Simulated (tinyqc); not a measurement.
# Metal-interlayer-semiconductor contact, depinning against tunnelling resistance: what changes with what

Zero bias, n-type semiconductor. Gap states at the semiconductor surface thin out as exp(-be ti), which unpins the barrier; electrons must then cross the interlayer (a rectangular barrier, no voltage drop across it) and the parabolic depleted layer, both by WKB. Energies E are counted from the Fermi level; no image force, parabolic bands.

Values chosen for this exercise; semiconductor values close to those of silicon; interlayer mass of the order of that in hafnium oxide, offset chosen freely: temperature T = 250 K; band gap Eg = 1.1 eV; relative permittivity eps_r = 11.6; electron affinity chi = 3.93 eV; conduction-band density of states at T Nc = 2.13e19 cm^-3; tunnelling mass in the semiconductor mt = 0.187 m0; Richardson mass mA = 2.02 m0; donor density Nd = 1.1e19 cm^-3; charge-neutrality level above the valence band E0 = 0.37 eV; pinning factor without interlayer S0 = 0.27; metal work function phiM = 4.37 eV; interlayer thickness ti = 0.9 nm; conduction-band offset of the interlayer above the semiconductor dE = 1.56 eV; tunnelling mass in the interlayer mi = 0.19 m0; decay constant of gap states through the interlayer be = 5.3 1/nm.

Constants: q = 1.602176634e-19 C, kB = 1.380649e-23 J/K, eps0 = 8.8541878128e-12 F/m, hbar = 1.054571817e-34 J s, h = 6.62607015e-34 J s, m0 = 9.1093837015e-31 kg, Vt = kB T/q, hbar^2/(2 m0) = 0.0380998212 eV nm^2. Results are converted to the units shown.

Each table varies one quantity; the others keep the values above.

## Contact resistivity against the interlayer thickness

S = 1/(1 + (1/S0 - 1) exp(-be ti)); phiB = S (phiM - chi) + (1 - S)(Eg - E0); xi = Ec - EF deep inside, from Nd = Nc F(-xi/Vt), F(x) = (2/sqrt(pi)) int_0^infinity sqrt(u) du/(1 + exp(u - x)); band bending U = phiB - xi; E00 = (hbar/2) sqrt(Nd/(eps0 eps_r mt m0)) in volts; A = 4 pi q mA m0 kB^2/h^3. With U = phiB - xi: for xi < E < phiB, y = (E - xi)/U and G1 = (U/E00) [sqrt(1 - y) - y ln((1 + sqrt(1 - y))/sqrt(y))], G1 = 0 above phiB; G2 = 2 ti sqrt(mi max(phiB + dE - E, 0)/C), C = hbar^2/(2 m0); f = 1/(1 + exp(E/Vt)); 1/rho_c = (A T^2/Vt^2) times the integral of exp(-G1 - G2) f over E from xi upwards. Shares under 0.001 % are printed as 0; rows without band bending are left out.

The same in every row: E00/Vt = 1.94.

Contact resistivity against the interlayer thickness:

| ti (nm) | S | phiB (eV) | rho_c (ohm cm^2) | rho_c with G2 = 0 (ohm cm^2) | peak of the integrand (eV) | share above phiB (%) |
|---|---|---|---|---|---|---|
| 0 | 0.270 | 0.652 | 8.92e-4 | 8.92e-4 | 0.0690 | 0 |
| 0.4 | 0.755 | 0.511 | 5.05e-4 | 4.10e-5 | 0.0614 | 0 |
| 0.8 | 0.963 | 0.451 | 0.00157 | 1.11e-5 | 0.0588 | 0.00107 |
| 1.2 | 0.995 | 0.441 | 0.0149 | 9.05e-6 | 0.0597 | 0.00173 |
| 1.6 | 0.999 | 0.440 | 0.171 | 8.82e-6 | 0.0614 | 0.00228 |
| 2 | 1.00 | 0.440 | 2.00 | 8.79e-6 | 0.0632 | 0.00294 |
| 2.4 | 1.00 | 0.440 | 23.5 | 8.79e-6 | 0.0651 | 0.00377 |
| 2.8 | 1.00 | 0.440 | 275 | 8.79e-6 | 0.0671 | 0.00482 |
| 3.2 | 1.00 | 0.440 | 3.22e3 | 8.79e-6 | 0.0692 | 0.00617 |

As ti goes from 0 to 3.2, phiB falls from 0.652 to 0.440 eV and rho_c goes from 8.92e-4 through a minimum of 5.05e-4 (at ti = 0.4 among the rows listed) to 3220 ohm cm^2. At ti = 0.4 nm rho_c is 1.77 times lower than without interlayer: up to there the falling barrier gains more than tunnelling through the layer costs, beyond it the layer dominates. The ratio of rho_c to its value with G2 = 0 runs from 1.00 to 3.66e8.

## Contact resistivity against the metal work function

Same model as above.

The same in every row: S = 0.978; E00/Vt = 1.94.

Contact resistivity against the metal work function:

| phiM (eV) | phiB (eV) | rho_c (ohm cm^2) | rho_c with G2 = 0 (ohm cm^2) | peak of the integrand (eV) | share above phiB (%) |
|---|---|---|---|---|---|
| 4.03 | 0.114 | 1.83e-6 | 1.09e-8 | 0.0296 | 4.40 |
| 4.23 | 0.310 | 1.18e-4 | 5.44e-7 | 0.0483 | 0.0326 |
| 4.43 | 0.505 | 0.0101 | 3.61e-5 | 0.0632 | 0 |
| 4.63 | 0.701 | 0.948 | 0.00263 | 0.0776 | 0 |
| 4.83 | 0.896 | 92.3 | 0.201 | 0.0922 | 0 |
| 5.03 | 1.09 | 9.18e3 | 15.8 | 0.107 | 0 |

Read the table: what changes, and by how much?

As phiM goes from 4.03 to 5.03, phiB rises from 0.114 to 1.09 eV and rho_c rises from 1.83e-6 to 9180 ohm cm^2. The ratio of rho_c to its value with G2 = 0 runs from 167 to 579.

Computed by the program tinyqc: `OMP_NUM_THREADS=1 python tinyqc.py 2270002 2270003 out.jsonl`, one thread of a shared Intel Xeon 2.30GHz, about 0.03 s for the whole run.
